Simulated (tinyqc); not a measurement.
Inputs raised by 10 %, one at a time: Keating valence-force model of a tetrahedral crystal. Computed by tinyqc, a small Python program. Command: `OMP_NUM_THREADS=1 python tinyqc.py 3029583 3029584 out.jsonl keating sens`. One thread of a shared host (Intel(R) Xeon(R) Processor @ 2.30GHz), about 0.1 s of CPU time with the checks.

Atom A sits at 0 and atom B at a/4 (1,1,1) of an fcc lattice; the four bonds from A are t = a/4 (1,1,1), a/4 (1,-1,-1), a/4 (-1,1,-1), a/4 (-1,-1,1), of length d = sqrt(3) a/4. Energy: E = (3 alpha/(8 d^2)) sum over bonds (r.r - d^2)^2 + (3 beta/(8 d^2)) sum over pairs of bonds at one atom (r_i.r_j + d^2/3)^2, with beta_A for the six pairs at A and beta_B for the six at B. The cell holds two atoms, Omega = a^3/4. 1 N/m = 1 J/m^2.

Inputs (values chosen for the exercise, for a model crystal):
```
quantity               value      unit
lattice constant a     3.517  angstrom
mass M_A                21.8         u
mass M_B                46.2         u
bond stretching alpha   36.8       N/m
bond bending beta_A     7.93       N/m
bond bending beta_B     7.93       N/m
Born charge Z*          2.76         e
eps_inf                 15.7         -
mesh divisions n           6         -
temperature T            900         K
```

Structure: zinc blende.

Constants: nu for 1 eV/(angstrom^2 u) = 15.6333042 THz; 1 eV/angstrom^2 = 16.02176634 J/m^2; 1 THz = 33.35640952 1/cm; e^2/(4 pi eps_0) = 14.39964548 eV angstrom; h x 1 THz = 4.135667696 meV; k_B = 8.617333262e-05 eV/K.

Method:
- beta = (beta_A + beta_B)/2; C11 = (alpha + 3 beta)/a, C12 = (alpha - beta)/a, C44 = 4 alpha beta/(a (alpha + beta)); with the two sublattices clamped C44(0) = (alpha + beta)/a; internal-strain parameter zeta = (alpha - beta)/(alpha + beta); B = (C11 + 2 C12)/3.
- beta = (beta_A + beta_B)/2; mu = M_A M_B/(M_A + M_B); lambda = 4 (alpha + beta)/mu with the springs in eV/angstrom^2; nu = 15.6333042 THz x sqrt(lambda).
- The long-range field adds 4 pi Z*^2 (e^2/(4 pi eps_0))/(eps_inf Omega mu) to lambda for the longitudinal mode at q -> 0; lambda = (nu/15.6333042 THz)^2; eps_0 = eps_inf (nu_LO/nu_TO)^2 (Lyddane-Sachs-Teller; here eps_0 is the static dielectric constant).
- With displacements u exp(i q.r), each bracket changes by g.u, where g = (g_A, g_B): bond t, g = (-2 t, 2 t exp(i q.t)); pair (i, j) at A, g = (-(t_i + t_j), t_i exp(i q.t_j) + t_j exp(i q.t_i)); pair at B, g = (-t_i exp(-i q.t_j) - t_j exp(-i q.t_i), t_i + t_j). Then D_mn = sum over the 4 bonds and 12 pairs of (4 k/a^2) conj(g_m) g_n / sqrt(M_m M_n), with k = alpha or beta converted to eV/angstrom^2. Only the short-range forces enter; the Coulomb field of the charges is left out.
- An eigenvalue lambda of D in eV/(angstrom^2 u) gives nu = 15.6333042 THz x sqrt(lambda).
- Mesh: q = sum_i (m_i + 1/2)/n b_i, m_i = 0..n-1, with b = [[-1, 1, 1], [1, -1, 1], [1, 1, -1]] in 2 pi/a; sums over the six modes are averaged over the n^3 points and halved, per atom.
- With x = h nu/(k_B T) and n = 1/(exp(x) - 1) for each mode: F = k_B T [x/2 + ln(1 - exp(-x))], U = k_B T x (n + 1/2), S/k_B = x n - ln(1 - exp(-x)), C/k_B = x^2 n (n + 1).
- The acoustic share counts the three lowest modes at each q; zero-point energy = sum h nu/2.

Runs:
```
input moved                     from      to  C44 (GPa)  nu_LO at G (THz)  static dielectric constant  entropy S (k_B/atom)
base run                           -       -     74.201            17.818                      27.049                5.6117
lattice constant a (angstrom)  3.517  3.8687     67.455            16.863                      24.227                5.6117
mass M_A (u)                    21.8   23.98     74.201            17.259                      27.049                5.6812
mass M_B (u)                    46.2   50.82     74.201            17.556                      27.049                5.6822
bond stretching alpha (N/m)     36.8   40.48     75.416            18.238                      26.187                5.5325
bond bending beta_A (N/m)       7.93   8.723     77.226            17.864                      26.950                5.5805
eps_inf                         15.7   17.27     74.201            17.475                      28.619                5.6117
temperature T (K)                900     990     74.201            17.818                      27.049                5.8919
```

Exponents ln(y'/y) / ln(x'/x):
```
input                     C44  nu_LO at G  static dielectric constant  entropy S
lattice constant a     -1.000      -0.578                      -1.156      0.000
mass M_A                0.000      -0.334                       0.000      0.129
mass M_B                0.000      -0.155                       0.000      0.131
bond stretching alpha   0.170       0.245                      -0.340     -0.149
bond bending beta_A     0.419       0.027                      -0.039     -0.059
eps_inf                 0.000      -0.204                       0.592      0.000
temperature T           0.000       0.000                       0.000      0.511
```

Which inputs matter most for each result?

Among the inputs moved here: C44 answers most in size to lattice constant a (exponent -1.000), next to bond bending beta_A (+0.419); its exponent is below 0.0005 for mass M_A, mass M_B, eps_inf, temperature T. Its exponent -1.000 in lattice constant a: at fixed alpha and beta every C scales as 1/a. nu_LO at G answers most in size to lattice constant a (exponent -0.578), next to mass M_A (-0.334); its exponent is below 0.0005 for temperature T. static dielectric constant answers most in size to lattice constant a (exponent -1.156), next to eps_inf (+0.592); its exponent is below 0.0005 for mass M_A, mass M_B, temperature T. entropy S answers most in size to temperature T (exponent +0.511), next to bond stretching alpha (-0.149); its exponent is below 0.0005 for lattice constant a, eps_inf.
